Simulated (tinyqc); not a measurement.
Spin curve: spin coating of a resist or spin-on film: centrifugal thinning, evaporation and the final thickness (Emslie and Meyerhofer models). Computed by tinyqc, a small Python program. Command: `OMP_NUM_THREADS=1 python tinyqc.py 3112935 3112936 out.jsonl spincoat walk`. One thread of a shared host (Intel(R) Xeon(R) Processor @ 2.30GHz), about 0.07 s of CPU time with the checks.

A Newtonian film stays uniform over the wafer; solvent and solids have the same density and the concentration is uniform through the thickness.

Inputs (values chosen for the exercise, of the order of those of a polymer resist in an ester solvent):
```
quantity                                 value          unit
solids volume fraction c0                 0.22             -
kinematic viscosity of the solvent nu_s    1.9        mm^2/s
viscosity constant k                      2400        mm^2/s
viscosity exponent gamma                   2.4             -
spin speed f                              2500           rpm
evaporation rate at 1000 rpm e0            0.6  micrometre/s
starting thickness h0                      300    micrometre
wafer radius R                             100            mm
```

Method:
- omega = 2 pi f/60; nu(c) = nu_s + k c^gamma; evaporation rate e = e0 sqrt(f/1000 rpm).
- Flow constant K = 2 omega^2/(3 nu(c0)); Reynolds number of the air omega R^2/nu_air with nu_air = 15 mm^2/s.
- Meyerhofer estimate: flow rules until (1 - c0) K h^3 = e, then evaporation alone: h_w = (e/((1 - c0) K))^(1/3), dry film c0 h_w.
- Full model for solids s and liquid l per area, h = s + l, c = s/h: ds/dt = -c Q, dl/dt = -(1 - c) Q - e, Q = 2 omega^2 h^3/(3 nu(c)); integrated adaptively (relative tolerance 1e-9) until l = 0.

dry film, estimate = 2645.05 nm

Dry film against speed:
```
f (rpm)  full model (nm)  estimate (nm)  time to dry (s)
500               6601.3         5914.5           63.829
1000              4668.8         4182.2           31.966
1500              3812.3         3414.7           21.322
2000              3301.6         2957.3           15.996
3000              2695.8         2414.6           10.667
4000              2334.7         2091.1            8.001
6000              1906.2         1707.4            5.335
```

What does the comparison show, and why?

The full thickness goes as f^-0.500; the estimate as (e/omega^2)^(1/3) = f^(-1/2). The time to dry goes as f^-1.00. A thickness window of 1 % allows a speed error of about 2 %.
